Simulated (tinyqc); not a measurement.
Read current of a NAND string, cells in series solved by shooting: one step of the calculation.

Cells in series, numbered from 0 at the source line (0 V) to the bit line, each followed by a gap resistance Rg. A cell with gate Vg, threshold VT, source Vs and drain Vd passes I = 2 nf K Vt^2 [F(Vs) - F(Vd)]/(1 + th max(Vg - VT, 0)), F(V) = ln^2(1 + exp((Vg - VT - nf V)/(2 nf Vt))). The selected cell has Vg = Vr, the others Vg = Vp.

Problem. Node voltages for a trial current. For a trial current I start at 0 V and, cell by cell (the selected one is cell 0), solve for the drain: sqrt(F(Vd)) = sqrt(F(Vs) - I/k), k = 2 nf K Vt^2/(1 + th max(Vg - VT, 0)), Vd = [Vg - VT - 2 nf Vt ln(exp(sqrt F) - 1)]/nf, then add I Rg.

Values chosen for this exercise; values of the order met in vertical NAND strings: temperature T = 300 K; gain factor of a cell K = 18 uA/V^2; slope factor nf = 1.8; mobility reduction factor th = 0.15 1/V; resistance of the gap between cells Rg = 4.8 kohm; bit-line voltage Vbl = 0.4 V; pass voltage Vp = 6.1 V; read voltage on the selected word line Vr = 2.74 V.

Constants: q = 1.602176634e-19 C, kB = 1.380649e-23 J/K, Vt = kB T/q. Results are converted to the units shown.

second trial current = 2.5 uA
thresholds from the source end, cell 0 to 3 (V): [1.2, -1.8, -1.8, 3.4]

Find: node voltage after each cell and gap, trial 2.

Solution.

node voltage after each cell and gap, trial 2, cell 0 to 3 (V): [0.1313, 0.1831, 0.2354, 0.3363]

Computed by the program tinyqc: `OMP_NUM_THREADS=1 python tinyqc.py 2142074 2142075 out.jsonl`, one thread of a shared Intel Xeon 2.30GHz, about 0.9 s for the whole run.
